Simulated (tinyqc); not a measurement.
From acoustic rate back to carrier energy E: scattering rates of a carrier in a spherical band by Fermi's golden rule. Computed by tinyqc, a small Python program. Command: `OMP_NUM_THREADS=1 python tinyqc.py 3028091 3028092 out.jsonl scatter inv`. One thread of a shared host (Intel(R) Xeon(R) Processor @ 2.30GHz), about 0.01 s of CPU time with the checks.

All processes here are isotropic or elastic, and the rate listed is the momentum relaxation rate.

Inputs (values chosen for the exercise, modelled on holes in germanium):

| quantity | value | unit |
|---|---|---|
| density-of-states mass of one valley m | 0.299 | m_0 |
| non-parabolicity alpha | 0.28 | 1/eV |
| density rho | 5323 | kg/m^3 |
| sound velocity v_l | 5420 | m/s |
| acoustic deformation potential D_A | 4.8 | eV |
| temperature T | 150 | K |

Crystal: non-polar. Band: Kane. Impurity formula: Brooks-Herring. Further scattering: neutral impurities.

Constants: k_B = 1.380649e-23 J/K; e = 1.602176634e-19 C; hbar = 1.054571817e-34 J s; m_0 = 9.1093837015e-31 kg.

Method. Kane band: hbar^2 k^2/(2 m) = E (1 + alpha E), speed v = hbar k/(m (1 + 2 alpha E)), states per spin, volume and energy g(E) = m k (1 + 2 alpha E)/(2 pi^2 hbar^2); overlap factors are set to 1. Masses are multiplied by m_0 and all formulas are in SI units. Acoustic deformation potential (elastic, equipartition, absorption and emission together): 1/tau = 2 pi k_B T D_A^2 g(E)/(hbar rho v_l^2).

Task: A run gave the result below. Find the carrier energy E, known to lie between 100 and 370 meV.

acoustic rate = 8.229681e+11 1/s

Result:

Each step takes the trial c = (a f_b - b f_a)/(f_b - f_a), f being the result less the target and a, b, c the logarithms of the listed values; c replaces end b, the old b replaces a if the sign of f changed, and otherwise f_a is halved.

Scan of the range:

| carrier energy E (meV) | acoustic rate (1/s) |
|---|---|
| 100 | 5.49211e+11 |
| 124 | 6.21380e+11 |
| 155 | 7.08957e+11 |
| 192 | 8.08075e+11 |
| 239 | 9.28743e+11 |
| 298 | 1.07551e+12 |
| 370 | 1.25131e+12 |

False position (Illinois rule, in the logarithm of the input) inside the bracket:

| step | end a | end b | trial | acoustic rate (1/s) |
|---|---|---|---|---|
| 1 | 192.000 | 239.000 | 197.260 | 8.21820e+11 |
| 2 | 239.000 | 197.260 | 197.666 | 8.22881e+11 |
| 3 | 239.000 | 197.666 | 197.728 | 8.23042e+11 |
| 4 | 197.666 | 197.728 | 197.700 | 8.22968e+11 |
| 5 | 197.728 | 197.700 | 197.700 | 8.22968e+11 |

Acoustic rate rises at every point of a 13-point scan of the range (every second point is shown), so one value fits; it is bracketed by 192 and 239. Answer: carrier energy E = 197.7 meV.

Caution: the largest acoustic phonon energy 2 hbar v_l k is not small against k_B T, so equipartition is a rough assumption.
